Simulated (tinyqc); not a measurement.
Inside a calculation. Method: Pariser-Parr-Pople SCF with singles CI, for the molecule O=C1C=CC(=O)C=C1 (SMILES; centres numbered as the heavy atoms are written). One step of it, computed by the program tinyqc.

Question. Iteration 2: orbitals and new P. Diagonalise F (the basis is taken as orthonormal) and form P = 2 sum c c over the lowest orbitals.

F (eV), lower triangle:
```
           1O         2C         3C         4C         5C         6O         7C         8C
1O  -9.434373
2C  -4.728403  -5.836620
3C  -0.049359  -3.402590  -6.401812
4C   0.410977  -0.250041  -4.685038  -6.401812
5C   0.183743   0.039574  -0.250041  -3.402590  -5.836620
6O  -0.335563   0.183743   0.410977  -0.049359  -4.728403  -9.434373
7C   0.410977  -0.250041   0.248599   0.114226  -3.402590  -0.049359  -6.401812
8C  -0.049359  -3.402590   0.114226   0.248599  -0.250041   0.410977  -4.685038  -6.401812
```

pi electrons, sum of z_r less the charge = 8

Give: orbital energies; P after iteration 2.

Answer.

orbital energies (eV): -15.007  -13.572  -11.450  -10.661  -4.798  -1.582  -0.623  1.544

P after iteration 2, lower triangle:
```
        1O      2C      3C      4C     5C      6O     7C     8C
1O   1.353
2C   0.792   0.754
3C   0.016   0.366   0.946
4C  -0.271   0.119   0.869   0.946
5C  -0.120  -0.030   0.119   0.366  0.754
6O   0.293  -0.120  -0.271   0.016  0.792   1.353
7C  -0.271   0.119  -0.131  -0.054  0.366   0.016  0.946
8C   0.016   0.366  -0.054  -0.131  0.119  -0.271  0.869  0.946
```
